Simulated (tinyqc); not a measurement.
Empirical pseudopotential in a few plane waves, step by step. One step of it, computed by the program tinyqc.

Problem. Levels at G. Diagonalise the Hermitian matrix.

H(k) at G (eV), lower triangle (Hermitian):
```
,+0+0+0,-1-1-1,-1-1+1,-1+1-1,-1+1+1,+1-1-1,+1-1+1,+1+1-1,+1+1+1,-2+0+0,+0-2+0,+0+0-2,+0+0+2,+0+2+0,+2+0+0
+0+0+0,0.000000
-1-1-1,1.981860-0.990930i,10.680146
-1-1+1,-1.981860-0.990930i,0.000000+0.693890i,10.680146
-1+1-1,-1.981860-0.990930i,0.000000+0.693890i,0.639468,10.680146
-1+1+1,-1.981860+0.990930i,-0.639468,0.000000+0.693890i,0.000000+0.693890i,10.680146
+1-1-1,-1.981860-0.990930i,0.000000+0.693890i,0.639468,0.639468,0.000000,10.680146
+1-1+1,-1.981860+0.990930i,-0.639468,0.000000+0.693890i,0.000000,0.639468,0.000000+0.693890i,10.680146
+1+1-1,-1.981860+0.990930i,-0.639468,0.000000,0.000000+0.693890i,0.639468,0.000000+0.693890i,0.639468,10.680146
+1+1+1,1.981860+0.990930i,0.000000,-0.639468,-0.639468,0.000000+0.693890i,-0.639468,0.000000+0.693890i,0.000000+0.693890i,10.680146
-2+0+0,0.000000-0.693890i,-1.981860+0.990930i,-1.981860-0.990930i,-1.981860-0.990930i,1.981860-0.990930i,0.336724,-0.336724,-0.336724,-0.336724,14.240195
+0-2+0,0.000000-0.693890i,-1.981860+0.990930i,-1.981860-0.990930i,0.336724,-0.336724,-1.981860-0.990930i,1.981860-0.990930i,-0.336724,-0.336724,0.639468,14.240195
+0+0-2,0.000000-0.693890i,-1.981860+0.990930i,0.336724,-1.981860-0.990930i,-0.336724,-1.981860-0.990930i,-0.336724,1.981860-0.990930i,-0.336724,0.639468,0.639468,14.240195
+0+0+2,0.000000+0.693890i,-0.336724,1.981860+0.990930i,-0.336724,-1.981860+0.990930i,-0.336724,-1.981860+0.990930i,0.336724,-1.981860-0.990930i,-0.639468,-0.639468,0.000000,14.240195
+0+2+0,0.000000+0.693890i,-0.336724,-0.336724,1.981860+0.990930i,-1.981860+0.990930i,-0.336724,0.336724,-1.981860+0.990930i,-1.981860-0.990930i,-0.639468,0.000000,-0.639468,0.639468,14.240195
+2+0+0,0.000000+0.693890i,-0.336724,-0.336724,-0.336724,0.336724,1.981860+0.990930i,-1.981860+0.990930i,-1.981860+0.990930i,-1.981860-0.990930i,0.000000,-0.639468,-0.639468,0.639468,0.639468,14.240195
```

Give: eigenvalues.

Solution.

eigenvalues (eV): -3.719  6.287  6.287  6.287  9.314  10.571  10.571  10.571  12.961  12.961  15.194  17.463  17.463  17.463  21.206
